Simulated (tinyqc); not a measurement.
Grain-boundary trapping model (Seto) of a polycrystalline semiconductor film: one step, computed by the program tinyqc. Command: `OMP_NUM_THREADS=1 python tinyqc.py 3016146 3016147 out.jsonl poly walk`. One thread of a shared host (Intel(R) Xeon(R) Processor @ 2.30GHz), about 0.01 s of CPU time with the checks.

Grains of equal size L are joined by thin boundaries with one trap level. Trapped carriers deplete a width W on each side and raise a barrier, crossed by thermionic emission. Dopants are fully ionised, statistics are non-degenerate and mu_g does not depend on T.

Problem. Activation energy. N_c(T) = N_c (T/300 K)^(3/2). Filled traps Q = Q_t/(1 + (1/2) exp((E_t* - E_F)/k_B T)), where E_t* = e V_B - E_t and E_F are counted from the band edge at the grain centre. Partial depletion: Q = 2 N W, V_B = e N W^2/(2 eps eps_0), E_F = k_B T ln(N/N_c); solve for W. If that W would exceed L/2 the grain is fully depleted: W = L/2, Q = N L, and E_F follows from the trap equation. Centre density n_0 = N_c exp(E_F/k_B T). Boundary: sigma_b = L e^2 n_0 exp(-e V_B/k_B T)/sqrt(2 pi m k_B T); drift through the grain, depleted parts included: rho_g = [(1 - 2W/L) + (2W/L) int_0^1 exp(y^2 s^2) ds]/(e n_0 mu_g); rho = 1/sigma_b + rho_g. Mean carrier density n_av = n_0 [(1 - 2W/L) + (2W/L) (sqrt(pi)/2) erf(y)/y], y = sqrt(e V_B/k_B T); effective mobility 1/(e n_av rho). E_a = d ln(rho)/d(1/k_B T) from T - 5 K and T + 5 K; temperature coefficient d ln(rho)/dT.

Inputs (values chosen for the exercise, modelled on polycrystalline SiGe):
```
quantity                                     value        unit
permittivity eps                              13.5           -
effective mass m                               0.3         m_0
effective density of states at 300 K, N_c  1.5e+19      1/cm^3
grain size L                                    29          nm
trap density Q_t                           5.6e+11      1/cm^2
trap level E_t below the band edge            0.54          eV
doping N                                   1.5e+18      1/cm^3
mobility inside the grains mu_g                180  cm^2/(V s)
temperature T                                  250           K
```

Grain interior: resistance included.

Constants: k_B = 8.617333262e-05 eV/K; e = 1.602176634e-19 C; eps_0 = 8.8541878128e-12 F/m; m_0 = 9.1093837015e-31 kg; k_B = 1.380649e-23 J/K.

Give: activation energy E_a; temperature coefficient.

Solution.

activation energy E_a = -0.001755 eV

temperature coefficient = 0.03260 %/K
